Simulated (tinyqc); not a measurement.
Stretching all distances: RHF, UHF, MP2, CISD and CCSD against full CI in the sto-3g basis, for BeH+, spin multiplicity 1. Computed by the program tinyqc with PySCF. 

Geometry (angstrom):
```
atom       x       y       z
Be    0.0000  0.0000  0.0000
H     0.0000  0.0000  1.2650
```

All coordinates are multiplied by the scale. c0^2 is the weight of the RHF determinant in the lowest singlet FCI state (UHF is spin-contaminated and may lie near states of higher spin) and n(LUMO) the first natural occupation beyond the occupied space.

Full CI energy (hartree) and errors against it (kcal/mol):
```
scale   distance 1-2 (angstrom)      E(FCI)      RHF      UHF      MP2    CISD    CCSD  <S^2> UHF    c0^2  n(LUMO)
0.9500                   1.2018  -14.676144  11.2660  11.2660   3.5713  0.0085  0.0069     0.0000  0.9830   0.0222
1.2800                   1.6192  -14.671511  19.2824  19.2824   7.3147  0.0189  0.0155     0.0000  0.9563   0.0688
1.6100                   2.0366  -14.627909  33.4223  17.6520  14.1988  0.0413  0.0327     0.6951  0.8909   0.1895
1.9300                   2.4415  -14.594547  50.4922   9.1797  22.0661  0.0726  0.0518     0.8852  0.7883   0.3735
2.2600                   2.8589  -14.575867  67.6223   3.6729  28.7874  0.1065  0.0674     0.9602  0.6535   0.5842
2.5900                   3.2763  -14.568245  81.6011   1.2844  32.2101  0.1332  0.0774     0.9882  0.5285   0.7608
```

UHF parts from RHF first at scale 1.61 of those listed, where <S^2> leaves zero. The weight c0^2 goes from 0.98 to 0.53 and n(LUMO) from 0.02 to 0.76: static correlation grows as the bonds break into open-shell fragments. The spread of the error along the curve, which distorts its shape, is CCSD 0.1, CISD 0.1, UHF 18.0, MP2 28.6, RHF 70.3 kcal/mol. The table stops here: at scale 2.92 and beyond, the reference weight falls under 0.45 or RHF, UHF or CCSD hop between solutions, so those rows were left out and the spreads given cover only the rows shown. As computed, partly on other solutions, the errors there reach in size RHF 91, UHF 1, MP2 32, CISD 0, CCSD 0 kcal/mol.
